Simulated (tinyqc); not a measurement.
Comparisons within one model: valley splitting in a one-orbital chain of atomic planes (second-neighbour model). A value that a table varies takes the place of the one given here.

Each (001) plane carries one orbital with energy e0, hopping v to the next plane and u to the second: E(phi) = e0 + 2 v cos(phi) + 2 u cos(2 phi), where phi = pi - k a/4 (the sign of every second orbital is chosen so that v > 0, which shifts the phase by pi). The minimum lies at cos(phi0) = -v/(4u), phi0 = pi - (pi/2) k0 for a valley at k0 (2 pi/a), and e0 puts it at zero. A slab of N planes has hard walls: the matrix simply ends.

A well of Nw planes between barriers of 40 planes each (as of a SiGe alloy, taken as an offset alone). With x = j - 39.5 for plane j = 0, 1, ..., the potential is V0 (f(x) + f(Nw - x)) + F (j - 40) a/4, f(y) = 1/(1 + exp(y/L)), a step for L = 0; L is in planes, 4 L is about the distance over which f goes from 0.88 to 0.12, and 1 MV/m = 1e-4 V/angstrom.

Constants: hbar^2/2m0 = 3.80998211 eV angstrom^2.

Inputs chosen for the exercise (near those of the Delta valleys of silicon; abrupt walls in this chain split the valleys several times more than measured wells; the results hold for these values, not for the real material): a = 5.429 angstrom (lattice constant; planes lie a/4 apart); ml = 0.863 m0 (longitudinal mass); N0 = 19 (first number of planes); Nf = 120 (planes in the thick slab); V0 = 0.25 eV (barrier height); F = 5 MV/m (field); Nw = 45 (planes in the well); k0 = 0.836 2 pi/a (position of the valley).

## Splitting against the number of planes

u = 0.640735 eV
v = 0.652962 eV
e0 = 1.447825 eV
phi0 = 1.828407 rad

Ten slabs from N0 on, of thickness (N - 1) a/4 between the outer planes. Effective mass: E1 = (c/ml)(pi/W)^2 with W = (N + 2) a/4: the amplitude vanishes on two missing planes at each end, and the envelope has its nodes N + 2 spacings apart. Large-N estimate of the splitting: 16 pi^2 u |sin(phi0) sin((N + 2) phi0)|/(N + 2)^3.

Doublet (meV):
```
N   thickness (angstrom)  mean level  effective mass  splitting  estimate
19                 24.43       53.35           53.64      7.160     6.785
20                 25.79       48.55           48.87      4.766     5.307
21                 27.14       44.63           44.71      7.599     7.531
22                 28.50       40.78           41.06      0.320     0.710
23                 29.86       37.78           37.85      6.069     6.185
24                 31.22       34.82           34.99      2.466     2.243
25                 32.57       32.34           32.45      3.697     3.889
26                 33.93       30.10           30.17      3.663     3.573
27                 35.29       28.00           28.13      1.317     1.500
28                 36.65       26.26           26.28      3.590     3.595
```

What can be read from the table?

The mean level falls smoothly, from 53.3 to 26.3 meV, within 0.7 % of the effective-mass value. The splitting swings between 0.320 (N = 22) and 7.599 meV (N = 21): one plane more or less changes the phase between the two walls by phi0 = 1.828 rad. The estimate misses the computed values by at most 0.541 meV.

## Splitting against the electric field

A thick slab in a field F: plane j = 0, 1, ... gains the energy F j a/4 (1 MV/m = 1e-4 V/angstrom), which presses the electron against the first wall. The exponent is the slope of ln(splitting) against ln F between 20 and 50 MV/m.

Doublet:
```
F (MV/m)  mean level (meV)  splitting (meV)  splitting/F (meV per MV/m)
1                     8.07           0.1404                      0.1404
2                    12.70           0.2808                      0.1404
5                    23.13           0.7021                      0.1404
10                   36.27           1.4046                      0.1405
20                   56.69           2.8105                      0.1405
30                   73.46           4.2175                      0.1406
50                  101.55           7.0340                      0.1407
```

exponent = 1.00

What can be read from the table?

The splitting goes from 0.1404 to 7.0340 meV. At high field it grows as F^1.00: at a single hard wall it follows the squared slope of the envelope, which is proportional to F, while the level itself grows about as F^(2/3) (here F^0.64). A hard wall is the sharpest interface possible; real Si interfaces split several times less.

## Sharp and graded interfaces

The lowest doublet for several interface widths L.

Doublet:
```
L (planes)  4 L (angstrom)  mean level (meV)  splitting (micro-eV)
0.00                  0.00             22.34                824.62
0.25                  1.36             22.46                441.63
0.50                  2.71             22.65                 90.72
0.75                  4.07             22.90                 16.03
1.00                  5.43             23.22                  2.54
1.50                  8.14             24.09                  0.07
2.00                 10.86             25.23                  0.00
```

How do the results move?

The mean level moves by +2.9 meV over the table, while the splitting falls from 824.6 micro-eV at a step to 2.54 at L = 1 plane, a factor 325. Coupling the valleys needs the Fourier component of the potential at twice the valley wave vector, a period of a few planes, and grading removes it. Random alloy disorder, left out here, sets the splitting once this part is gone.

## What each parameter does

Step interfaces (L = 0). u, v, e0 follow from 8 u sin^2(phi0) = (2c/ml)/(a/4)^2, v = -4u cos(phi0), e0 = 2u + v^2/(4u), c = hbar^2/2m0. Each row changes one parameter from the base and keeps the others.

Results:
```
case               mean level (meV)  splitting (micro-eV)
base                          22.34                 824.6
k0 = 0.846 2 pi/a             22.34                 700.2
ml = 0.949 m0                 21.52                 804.9
V0 = 0.375 eV                 22.85                 852.9
F = 10 MV/m                   33.25                1436.6
Nw = 46                       22.24                 761.6
```

What does this show?

The largest shifts from the base row, up to three for each result and ties (the steps differ in size, so this ranks the rows, not the parameters). mean level (meV): F +10.91, ml -0.82, V0 +0.51; unchanged at the printed digits by k0. splitting (micro-eV): F +612.0, k0 -124.5, Nw -63.0.

tinyqc: `OMP_NUM_THREADS=1 python tinyqc.py 1482615 1482616 out.jsonl`; about 0.01 s, one thread, shared Intel(R) Xeon(R) Processor @ 2.30GHz.
